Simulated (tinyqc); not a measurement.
Inside a calculation. Model: shallow acceptor in the spherical model (Baldereschi-Lipari), strong spin-orbit limit. Computed by tinyqc, a small Python program that keeps every step. Command: `OMP_NUM_THREADS=1 python tinyqc.py 3012915 3012916 out.jsonl acceptor walk`. One thread of a shared host (Intel(R) Xeon(R) Processor @ 2.30GHz), about 0.01 s of CPU time with the checks. Intermediate numbers are printed to about 6 digits and carried at full precision; extremes and crossings named in words are read from the listed rows.

The 1S(3/2) state has an s envelope f(r) and a d envelope g(r). In effective units they obey -(f'' + 2f'/r + 2f/r) + mu (g'' + 5g'/r + 3g/r^2) = E f and -(g'' + 2g'/r - 6g/r^2 + 2g/r) + mu (f'' - f'/r) = E g. The cubic term, the split-off band and the central cell are left out.

Inputs (values chosen for the exercise, modelled on GaAs):
```
quantity                  value  unit
Luttinger gamma_1          6.95     -
Luttinger gamma_2           2.1     -
Luttinger gamma_3          2.87     -
dielectric constant eps    12.7     -
functions per channel n       2     -
smallest exponent zeta_1   0.83  1/a*
ratio beta of exponents     2.5     -
```

Constants: Ry = 13.605693123 eV; a_0 = 0.529177210903 angstrom.

## Effective units and couplings

Ry* = Ry/(gamma_1 eps^2), a* = a_0 eps gamma_1, mu = (6 gamma_3 + 4 gamma_2)/(5 gamma_1), delta = (gamma_3 - gamma_2)/gamma_1; spherical masses 1/(gamma_1 (1 - mu)) (heavy) and 1/(gamma_1 (1 + mu)) (light).

Ry* = 12.1375 meV

a* = 46.7078 angstrom

mu = 0.737266

delta = 0.110791

heavy-hole mass = 0.547645 m_0

light-hole mass = 0.0828226 m_0

## Matrices in a small basis

zeta_i = zeta_1 beta^(i-1), i = 1..n, in both channels. Basis: f_i = exp(-zeta_i r), g_i = r exp(-zeta_i r), weight r^2 dr, s = zeta_i + zeta_j. S_ff = 2/s^3, H_ff = zeta_i zeta_j S_ff - 2/s^2; S_gg = 24/s^5, H_gg = 8/s^3 + 24 zeta_i zeta_j/s^5 - 12/s^4; H(f_i, g_j) = mu (6 zeta_i^2/s^4 + 2 zeta_i/s^3); S_fg = 0. Each function is normalised by sqrt(S_ii).

H (Ry*), lower triangle (symmetric):
```
           f1        f2        g1       g2
f1    -0.9711
f2  -0.872346  0.155625
g1   0.733094   1.69934  0.777433
g2    1.00416   4.58184   1.85609  7.97146
```

S, lower triangle (symmetric):
```
         f1       f2       g1       g2
f1  1.00000
f2  0.73756  1.00000
g1  0.00000  0.00000  1.00000
g2  0.00000  0.00000  0.60209  1.00000
```

## Lowest level in the small basis

H c = E S c with c^T S c = 1 and the largest component positive; the d weight is the part of the norm in g.

E = -2.00265 Ry*

coefficients: f1 -0.085825, f2 0.941938, g1 -0.130065, g2 -0.384133

d weight = 0.224639

## Converged levels

Large basis: zeta_i = 0.08 x 1.55^(i-1), i = 1..20 in each channel; overlap eigenvalues below 1e-11 are dropped. Binding energies are -E Ry*; the mass that fits is E(1S) eps^2/Ry.

1S(3/2) binding in Ry* = 2.06099

1S(3/2) binding energy = 25.0152 meV

2S(3/2) binding energy = 7.37911 meV

d weight of 1S(3/2) = 0.249566

Hydrogenic mass that fits = 0.296545 m_0

The small basis recovers 97.2 % of the binding. The ratio 2S/1S is 0.295 against the hydrogenic 0.25. The fitted mass is 54 % of the heavy-hole mass.

## One mass for the acceptor?

Hydrogenic binding Ry m/eps^2; the density-of-states mass is (m_H^(3/2) + m_L^(3/2))^(2/3); errors are against the large basis.

1S binding energy:
```
mass                     value (m_0)  binding (meV)  error (%)
light hole                  0.082823         6.9865   -72.0708
1/gamma_1                   0.143885        12.1375   -51.4796
mean of heavy and light     0.315234        26.5917     6.3021
heavy hole                  0.547645        46.1969    84.6751
density of states           0.568912        47.9909    91.8468
```

The coupled result, 25.02 meV, lies between the 1/gamma_1 value (no coupling) and the heavy-hole value; the closest single rule here is "mean of heavy and light", off by +6.3 %.

## Binding against mu

The formulas are those given above.

1S(3/2):
```
mu    binding (Ry*)  d weight  binding x (1 - mu)
0.10        1.00907  0.004236            0.908167
0.22        1.04567  0.020623            0.815626
0.44        1.21519  0.084304            0.680508
0.50        1.29854  0.109789            0.649270
0.74        2.07832  0.251577            0.540363
0.80        2.58020  0.298280            0.516040
0.90        4.76833  0.388180            0.476833
0.95        9.14465  0.440016            0.457233
```

The binding grows from 1.009 to 9.14 Ry*, slowly at first (second order in mu), while the d weight rises to 0.44. The last column, the binding in units of the heavy-hole Rydberg, falls to 0.457, towards about 0.44 as mu tends to 1.

Checks made by the program: mu = 0 against hydrogen, 1 and 1/4 (relative difference 4e-06); the coupling element from the adjoint operator (relative difference below 1e-10).
